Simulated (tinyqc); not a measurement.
Double-gate transistor below threshold, two-dimensional Poisson equation on a small mesh: effect of the drain voltage.

Half of a symmetric double-gate structure: row 0 is the mid-plane of the body, where the normal field vanishes. Mobile charge is neglected (subthreshold), the body is fully depleted, and potentials are counted from the intrinsic level; rows run upward to the gate, columns from source to drain.

Mesh: rows i = 0..12 in the semiconductor (step hs = tb/12, row 12 on the interface), then 8 step(s) ho = tox/8 up to the gate row 20; columns j = 0..80 (step hy = L/80). Box integration, divided by eps0: up_i = eps hy/h of the interval above row i, dn_i = that of the interval below (0 for row 0), lat_i = (sum of eps h/2 over the intervals above and below)/hy, s_i = -q Na w_i hy/eps0 with w_i the semiconductor height of the box (hs/2 for row 0 and the interface row, hs between, 0 in the insulator). Each free node obeys (up + dn + 2 lat) psi = up psi(above) + dn psi(below) + lat [psi(left) + psi(right)] + s. Fixed values: gate row Vg - Vfb; column 0 at Vbi and the last column at Vbi + Vd in the semiconductor, each running linearly to Vg - Vfb across the insulator. The system is solved directly. On row 0 the minimum of psi and its place come from a parabola through the three lowest nodes; barrier = Vbi - minimum, swing = Vt ln 10/(d psi/dVg), DIBL = (d psi/dVd)/(d psi/dVg) there. Lambda = pi/k with k the smallest positive root of tan(k tox) tan(k tb) = eox/eps_r.

Parameters, values chosen for the exercise; semiconductor permittivity close to that of In0.53Ga0.47As:
- T = 300 K (temperature)
- eps_r = 13.9 (relative permittivity of the semiconductor)
- eox = 9 (relative permittivity of the insulator)
- tb = 5 nm (half the body thickness)
- tox = 2.7 nm (insulator thickness)
- L = 24 nm (channel length)
- Na = 0 cm^-3 (acceptor density of the depleted body)
- Vbi = 0.54 V (potential of the source)
- Vfb = 0.12 V (gate offset)
- Vg = 0.1 V (gate voltage)

Constants: q = 1.602176634e-19 C, kB = 1.380649e-23 J/K, Vt = kB T/q, eps0 = 8.8541878128e-14 F/cm where lengths are in cm. Results are converted to the units shown.

Results:
```
Vd (V),L/Lambda,barrier (V),place y/L,swing (mV/decade),DIBL (mV/V)
0.05,1.362,0.4037,0.4896,81.29,174.5
0.25,1.362,0.3800,0.4553,81.81,150.9
0.45,1.362,0.3594,0.4284,82.68,135.2
0.85,1.362,0.3240,0.3875,84.88,115.3
1.05,1.362,0.3085,0.3711,86.11,108.4
```

Estimate the missing row, Vd = 0.65 V.

Computed row:
```
Vd (V),L/Lambda,barrier (V),place y/L,swing (mV/decade),DIBL (mV/V)
0.65,1.362,0.3409,0.4064,83.73,123.9
```

With this row back in the table: As Vd goes from 0.05 to 1.05 V, the barrier falls from 0.404 to 0.308 V, the swing rises from 81.3 to 86.1 mV a decade and DIBL falls from 175 to 108 mV/V; the ideal swing is 59.5. The barrier top moves from y/L = 0.490 to 0.371, towards the source.

Computed by the program tinyqc: `OMP_NUM_THREADS=1 python tinyqc.py 2480030 2480031 out.jsonl`, one thread of a shared Intel Xeon 2.30GHz, about 0.1 s for the whole run.
